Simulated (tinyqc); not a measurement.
Schottky barrier with interface states (Cowley-Sze model), image lowering and contact resistance. Changing the temperature T. Computed by tinyqc, a small Python program. Command: `OMP_NUM_THREADS=1 python tinyqc.py 3001224 3001225 out.jsonl pinning sweep`. One thread of a shared host (Intel(R) Xeon(R) Processor @ 2.30GHz), about 0.02 s of CPU time with the checks.

An n-type semiconductor under a metal. The barrier lies between the Schottky-Mott limit phi_M - chi and the Bardeen limit E_g - E_n, E_n being the neutrality level of the interface states; the space-charge term of the full Cowley-Sze expression is left out.

Inputs (values chosen for the exercise, with gap, mass and screening modelled on 4H-SiC):
```
quantity                                       value   unit
gap E_g                                         3.21     eV
electron affinity chi                           3.81     eV
metal work function phi_M                       4.18     eV
neutrality level E_n above the valence band     2.31     eV
optical dielectric constant eps_opt              6.6      -
dielectric constant eps_s                       9.77      -
electron mass m_e                              0.393    m_0
valleys M_c                                        3      -
donor density N                              1.7e+17  cm^-3
reverse bias V_r                                 4.2      V
```

Pinning factor from: Moench relation.

Constants: k_B = 8.617333262e-05 eV/K; m_0 = 9.1093837015e-31 kg; k_B = 1.380649e-23 J/K; h = 6.62607015e-34 J s; eps_0 = 8.8541878128e-12 F/m; e = 1.602176634e-19 C; hbar = 1.054571817e-34 J s.

Method:
- S = 1/(1 + 0.1 (eps_opt - 1)^2), an empirical relation for metal-induced gap states.
- phi_B = S (phi_M - chi) + (1 - S)(E_g - E_n); the hole barrier is E_g - phi_B.
- N_c = 2 M_c (2 pi m_e k_B T/h^2)^(3/2); xi = E_c - E_F solves N = N_c F_1/2(-xi/k_B T) (bisection; full ionisation).
- F_1/2(eta) = (2/sqrt(pi)) int_0^infinity sqrt(x)/(1 + exp(x - eta)) dx, by the trapezoid rule in t = sqrt(x) with step 0.02 up to t = 12 (for eta < -12 by exp(eta) - exp(2 eta)/2^(3/2)).
- V_bi = phi_B - xi; W = sqrt(2 eps_s eps_0 (V_bi + V_r - k_B T/e)/(e N)); field at the metal E_m = e N W/(eps_s eps_0); image lowering sqrt(e E_m/(4 pi eps_s eps_0)).
- A* = 4 pi e m_e M_c k_B^2/h^3 (a simple valley count); J_s = A* T^2 exp(-phi/k_B T).
- J_0 uses phi_B; the reverse current uses phi_B less the image lowering, times 1 - exp(-V_r/k_B T).
- E_00 = (e hbar/2) sqrt(N/(m_e eps_s eps_0)), E_0 = E_00 coth(E_00/k_B T); scaling form of the contact resistivity rho_c = (k_B/(e A* T)) exp(phi_B/E_0), which is the thermionic result when E_00 << k_B T and keeps only the leading exponential of tunnelling when E_00 >> k_B T; image lowering is left out of it.

One run for each value:
```
temperature T (K)  J_0 (A/cm^2)  contact resistivity rho_c (ohm cm^2)  E_00/k_B T
200                   2.011e-13                             4.041e+10      0.2267
250                   2.439e-09                             5.994e+06      0.1813
300                   1.377e-06                             1.499e+04      0.1511
350                   1.334e-04                             1.961e+02      0.1295
400                   4.270e-03                             7.337e+00      0.1133
450                   6.506e-02                             5.573e-01      0.1007
500                   5.879e-01                             6.979e-02      0.0907
```

Describe and explain the trends.

Over the rows, J_0 (A/cm^2) rises from 2.01e-13 to 0.588 (exponent d ln y / d ln x 42 between the first rows and 21 between the last); contact resistivity rho_c (ohm cm^2) falls from 4.04e10 to 0.0698 (exponent d ln y / d ln x -40 between the first rows and -20 between the last); E_00/k_B T falls from 0.227 to 0.0907 (exponent d ln y / d ln x about -1.0 throughout). A Richardson plot, ln(J_0/T^2) against 1/(k_B T), has slope -0.7719 eV, minus the barrier.
